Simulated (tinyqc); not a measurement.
Site energy and hopping from one surface Green function.

Inverse problem. A semi-infinite chain with site energy e0 and hopping -t has g_s = 1/(E - e0 - t^2 g_s). Inside the band |g_s| = 1/t and Re g_s = (E - e0)/(2 t^2). Find t and e0.

g_s at E = -2.24 eV = -0.14677641-0.34004544i 1/eV

Answer. t = 1/|g_s|, and e0 = E - 2 t^2 Re g_s.

t = 2.70 eV
e0 = -0.100 eV

Numbers from tinyqc (`OMP_NUM_THREADS=1 python tinyqc.py 2680043 2680044 out.jsonl`; about 0.03 s on one thread of a shared Intel Xeon 2.30GHz).
